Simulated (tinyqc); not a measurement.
From results back to parameters: inversion layer as a triangular well, valleys of the Si type. Four cases, with inputs chosen for the exercise.

Problem. The spacing of the two lowest levels of one ladder was computed from a hidden sheet density Ns.

The field is taken as constant, e F = 4 pi (e^2/4 pi eps0)(Nd + eta Ns)/eps, with 1e12/cm^2 = 1e-4/angstrom^2, and the oxide as a hard wall at z = 0; c = hbar^2/2m0.

Level j of a valley lies at E_j = a_j (c (e F)^2/m_z)^(1/3) above the band edge at the surface, with the Airy zeros a_j = 2.338107, 4.087949, 5.520560, 6.786708, 7.944134, 9.022651, 10.040174, 11.008524, 11.936016, 12.828777, and has <z> = 2 E_j/(3 e F).

Constants: hbar^2/2m0 = 3.80998211 eV angstrom^2; e^2/(4 pi eps0) = 14.39964547 eV angstrom.

Find: F; Ns.

Method. e F = sqrt(m_z/c) [(E_1 - E_0)/(a_1 - a_0)]^(3/2), with a_0 and a_1 the first two zeros; then Ns = (eps e F/(4 pi e^2/4 pi eps0) - Nd)/eta.

Case 1.

Values chosen (near those of Si; shifted at random, so the results belong to these values and not to a real crystal): m_z = 0.899 m0 (confinement mass); eps = 11.7 (dielectric constant); Nd = 0.22 x 1e12/cm^2 (depletion charge); eta = 0.75 (share of Ns in the effective field).

E_1 - E_0 = 67.7913 meV

Solution.

F = 0.3704 MV/cm
Ns = 2.90 x 1e12/cm^2

Case 2.

Values chosen (near those of Si; shifted at random, so the results belong to these values and not to a real crystal): m_z = 0.907 m0 (confinement mass); eps = 11.9 (dielectric constant); Nd = 0.99 x 1e12/cm^2 (depletion charge); eta = 0.5 (share of Ns in the effective field).

E_1 - E_0 = 61.9997 meV

Solution.

F = 0.3254 MV/cm
Ns = 2.30 x 1e12/cm^2

Case 3.

Values chosen (near those of Si; shifted at random, so the results belong to these values and not to a real crystal): m_z = 0.91 m0 (confinement mass); eps = 11.9 (dielectric constant); Nd = 0.15 x 1e12/cm^2 (depletion charge); eta = 0.75 (share of Ns in the effective field).

E_1 - E_0 = 72.3122 meV

Solution.

F = 0.4106 MV/cm
Ns = 3.40 x 1e12/cm^2

Case 4.

Values chosen (near those of Si; shifted at random, so the results belong to these values and not to a real crystal): m_z = 0.905 m0 (confinement mass); eps = 11.9 (dielectric constant); Nd = 0.76 x 1e12/cm^2 (depletion charge); eta = 0.5 (share of Ns in the effective field).

E_1 - E_0 = 46.9800 meV

Solution.

F = 0.2144 MV/cm
Ns = 1.30 x 1e12/cm^2

Computed by tinyqc, one run a case: `OMP_NUM_THREADS=1 python tinyqc.py N N+1 out.jsonl` with N = 1280071, 1280136, 1280227, 1280271; one thread of a shared Intel(R) Xeon(R) Processor @ 2.30GHz, about 0.04 s a run at most.
